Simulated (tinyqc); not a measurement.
# Worked calculation: MOS capacitor on a p-type substrate, surface potential from the exact charge relation

tinyqc, about 0.01 s, one thread, Intel Xeon 2.30GHz (shared host): `OMP_NUM_THREADS=1 python tinyqc.py 2060113 2060114 out.jsonl` Printed values are rounded.

Uniform p-type substrate, Boltzmann statistics, full ionisation, classical densities. psi is the surface potential against the body (positive when the bands bend down) and u = psi/Vt. Traps are spread evenly over the gap and neutral at flat band, so their charge is -q Dit psi; the minority quasi-Fermi level is shifted by Vb.

Values chosen for this exercise; band and dielectric values those of a made-up semiconductor:
```
symbol,value,unit,meaning
T,300,K,temperature
Eg,1.36,eV,band gap
eps_r,14.2,,relative permittivity
Nc,2.77e19,cm^-3,conduction-band density of states at T
Nv,2.56e19,cm^-3,valence-band density of states at T
chi,4.99,eV,electron affinity
N,1.3e16,cm^-3,acceptor density of the substrate
eox,3.9,,relative permittivity of the gate insulator (close to silicon dioxide)
tox,4,nm,insulator thickness
phiM,5.65,eV,gate work function
Nf,1.5e10,cm^-2,"fixed charge at the interface, in units of q"
Dit,0,cm^-2 eV^-1,density of interface traps
Vb,0.2,V,reverse bias of the inversion layer against the body
Vg,1.83,V,gate voltage against the body
```

Constants: q = 1.602176634e-19 C, kB = 1.380649e-23 J/K, Vt = kB T/q, eps0 = 8.8541878128e-14 F/cm where lengths are in cm. Results are converted to the units shown.

Range of the model: At this gate voltage the surface density exceeds 0.3 of the band density of states, so degeneracy and confinement would lower the charge and capacitance.

## Flat band, threshold and scales

ni = sqrt(Nc Nv) exp(-Eg/(2 Vt)), Eg in volts; phiF = Vt ln(N/ni); Cox = eps0 eox/tox; Vfb = phiM - chi - (Eg - Vt ln(Nv/N)) - q Nf/Cox; Q0 = sqrt(2 eps0 eps_r q N Vt); r = (ni/N)^2 exp(-Vb/Vt); VT = Vfb + [(2 phiF + Vb)(1 + q Dit/Cox) + sqrt(2 eps0 eps_r q N (2 phiF + Vb))/Cox].

ni = 1.00430e8 cm^-3
phiF = 0.482883 V
Cox = 0.863283 uF/cm^2
Vfb = -0.506686 V
Q0 = 11.6361 nC/cm^2
r = 2.60607e-20
VT = 0.749594 V

## Starting value

psi = Vg - Vfb, limited to the range from -4 Vt to +(2 phiF + Vb + 4 Vt).

psi at the start = 1.26917 V

## Iteration 1: Newton step for the surface potential

u = psi/Vt; F^2 = exp(-u) + u - 1 + r (exp(u) - u - 1); Qs = -sign(u) Q0 F; Cs = -dQs/dpsi = (Q0/Vt) |1 - exp(-u) + r (exp(u) - 1)|/(2 F). f = Vfb + psi + (q Dit psi - Qs)/Cox - Vg, f' = 1 + (Cs + q Dit)/Cox, psi(new) = psi - f/f'.

u = 49.0939
F = 10.1337
Qs = -117.917 nC/cm^2
Cs = 1.23474 uF/cm^2
f = -0.930921 V
f' = 2.43028
psi after iteration 1 = 1.65222 V

## Iteration 2: Newton step for the surface potential

As before.

u = 63.9109
F = 12191.9
Qs = -1.41866e5 nC/cm^2
Cs = 2743.80 uF/cm^2
f = 163.648 V
f' = 3179.33
psi after iteration 2 = 1.60075 V

This iterate lies far beyond the solution, so its charge is not a physical one.

## Course of the Newton iteration

Stop when the step is below 1e-10 V, or after 60 iterations.

Course of the iteration:
```
iteration  psi before the step (V)     f (V)   step (V)
1                          1.26917    -0.931      0.383
2                          1.65222       164    -0.0515
3                          1.60075      60.0    -0.0510
4                          1.54972      21.8    -0.0498
5                          1.49992      7.80    -0.0464
6                          1.45350      2.64    -0.0382
7                          1.41530     0.763    -0.0228
8                          1.39250     0.142   -6.50e-3
9                          1.38600   8.25e-3   -4.26e-4
10                         1.38557   3.24e-5   -1.69e-6
11                         1.38557  5.07e-10  -2.64e-11
```

Converged in 11 iterations.

## Charges, field and capacitances at the solution

converged psi = 1.38557 V

u = psi/Vt; F^2 = exp(-u) + u - 1 + r (exp(u) - u - 1); Qs = -sign(u) Q0 F; Cs = -dQs/dpsi = (Q0/Vt) |1 - exp(-u) + r (exp(u) - 1)|/(2 F). Low frequency: 1/C_LF = 1/Cox + 1/(Cs + q Dit). High frequency, in the simple estimate in which traps and minority carriers do not follow: 1/C_HF = 1/Cox + 1/Cd, Cd being Cs with r = 0 at the same psi. Minority sheet density N_inv = (Q0/(2 q)) int_0^u r (exp(t) - 1)/F(t) dt for u > 0. Oxide field |Qs - q Dit psi + q Nf|/(eps0 eox).

Qs = -821.082 nC/cm^2
N_inv = 4.61565e12 cm^-2
oxide field = 2.37083 MV/cm
Cs = 15.7159 uF/cm^2
C_LF/Cox = 0.947930
C_HF/Cox = 0.0346989

The surface is in strong inversion (borders at |psi| = 0, phiF + Vb and 2 phiF + Vb = 1.17 V). Minority carriers make up 90.1 % of Qs.
